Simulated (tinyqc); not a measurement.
MOS capacitor on a p-type substrate, surface potential from the exact charge relation: two steps of the calculation.

Uniform p-type substrate, Boltzmann statistics, full ionisation, classical densities. psi is the surface potential against the body (positive when the bands bend down) and u = psi/Vt. Traps are spread evenly over the gap and neutral at flat band, so their charge is -q Dit psi; the minority quasi-Fermi level is shifted by Vb.

Values chosen for this exercise; band and dielectric values close to those of In0.53Ga0.47As: temperature T = 300 K; band gap Eg = 0.749 eV; relative permittivity eps_r = 13.7; conduction-band density of states at T Nc = 2.14e17 cm^-3; valence-band density of states at T Nv = 7.84e18 cm^-3; electron affinity chi = 4.5 eV; acceptor density of the substrate N = 2.5e16 cm^-3; relative permittivity of the gate insulator (close to aluminium oxide) eox = 8.88; insulator thickness tox = 11 nm; gate work function phiM = 4.51 eV; fixed charge at the interface, in units of q Nf = -1.1e11 cm^-2; density of interface traps Dit = 0 cm^-2 eV^-1; reverse bias of the inversion layer against the body Vb = 1.6 V; gate voltage against the body Vg = 2.76 V.

Constants: q = 1.602176634e-19 C, kB = 1.380649e-23 J/K, Vt = kB T/q, eps0 = 8.8541878128e-14 F/cm where lengths are in cm. Results are converted to the units shown.

Task 1. Flat band, threshold and scales. ni = sqrt(Nc Nv) exp(-Eg/(2 Vt)), Eg in volts; phiF = Vt ln(N/ni); Cox = eps0 eox/tox; Vfb = phiM - chi - (Eg - Vt ln(Nv/N)) - q Nf/Cox; Q0 = sqrt(2 eps0 eps_r q N Vt); r = (ni/N)^2 exp(-Vb/Vt); VT = Vfb + [(2 phiF + Vb)(1 + q Dit/Cox) + sqrt(2 eps0 eps_r q N (2 phiF + Vb))/Cox].

Give: ni; phiF; Cox; Vfb; Q0; r; VT.

Result 1.

ni = 6.6228e11 cm^-3
phiF = 0.27245 V
Cox = 0.71477 uF/cm^2
Vfb = -0.56574 V
Q0 = 15.850 nC/cm^2
r = 9.2766e-37
VT = 1.7811 V

Task 2. Newton step for the surface potential. u = psi/Vt; F^2 = exp(-u) + u - 1 + r (exp(u) - u - 1); Qs = -sign(u) Q0 F; Cs = -dQs/dpsi = (Q0/Vt) |1 - exp(-u) + r (exp(u) - 1)|/(2 F). f = Vfb + psi + (q Dit psi - Qs)/Cox - Vg, f' = 1 + (Cs + q Dit)/Cox, psi(new) = psi - f/f'.

psi after iteration 2 = 3.2223350 V
Cox = 0.71477443 uF/cm^2
Vfb = -0.56574300 V
Q0 = 15.849732 nC/cm^2
r = 9.2765529e-37

Wanted: u; F; Qs; Cs; f; f'; psi after iteration 3.

Result 2.

u = 124.6
F = 1.122e9
Qs = -1.779e10 nC/cm^2
Cs = 3.440e8 uF/cm^2
f = 2.489e7 V
f' = 4.813e8
psi after iteration 3 = 3.171 V

This iterate lies far beyond the solution, so its charge is not a physical one.

Numbers from tinyqc (`OMP_NUM_THREADS=1 python tinyqc.py 2060008 2060009 out.jsonl`; about 0.01 s on one thread of a shared Intel Xeon 2.30GHz).
